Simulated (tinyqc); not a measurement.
Charge stability of a double quantum dot, constant-interaction model with a charge sensor: from two dots to one.

Capacitance matrix C = [[C1, -Cm], [-Cm, C2]], C1 = G1 + X1 + Cm + L1, C2 = G2 + X2 + Cm + L2. Gate charges n1 = (G1 V1 + X1 V2)/q, n2 = (X2 V1 + G2 V2)/q. The state (N1, N2) has U = (1/2) d^T E d with d = (N1 - n1, N2 - n2) and E = q^2 C^(-1). Leads at 0 V; no tunnel coupling, spin or level spacing. The sensor reads s1 <N1> + s2 <N2>.

The states (0,0), (1,0), (0,1) meet where E n = (EC1/2, EC2/2), and (1,1), (1,0), (0,1) where E n = (EC1/2 + ECm, EC2/2 + ECm); the gate voltages follow from n.

Parameters, values chosen for the exercise:
```
symbol,value,unit,meaning
G1,18,aF,gate 1 to dot 1
G2,28,aF,gate 2 to dot 2
X1,1.4,aF,gate 2 to dot 1
X2,3.2,aF,gate 1 to dot 2
L1,88,aF,dot 1 to leads and ground
L2,120,aF,dot 2 to leads and ground
```

Constants: q = 1.602176634e-19 C. Results are converted to the units shown.

From two dots to one:
```
Cm (aF),EC1 (meV),ECm (meV),ECm/EC1,separation of the triple points in n1 + n2
1.1,1.477,0.01067,0.007223,0.01722
3,1.452,0.02825,0.01946,0.04560
8.1,1.392,0.07079,0.05085,0.1143
22,1.265,0.1607,0.1270,0.2594
59,1.069,0.3001,0.2807,0.4844
160,0.8654,0.4449,0.5141,0.7181
430,0.7307,0.5406,0.7398,0.8726
1200,0.6629,0.5887,0.8881,0.9503
```

What does the comparison show?

ECm/EC1 rises from 0.00722 to 0.888 (it equals Cm/C2), and the separation rises from 0.0172 to 0.950. Zero means a square lattice of independent dots; 1 means parallel lines one electron apart, as for a single large dot. EC1 falls from 1.48 to 0.663 meV.

Computed by the program tinyqc: `OMP_NUM_THREADS=1 python tinyqc.py 2470033 2470034 out.jsonl`, one thread of a shared Intel Xeon 2.30GHz, about 0.01 s for the whole run.
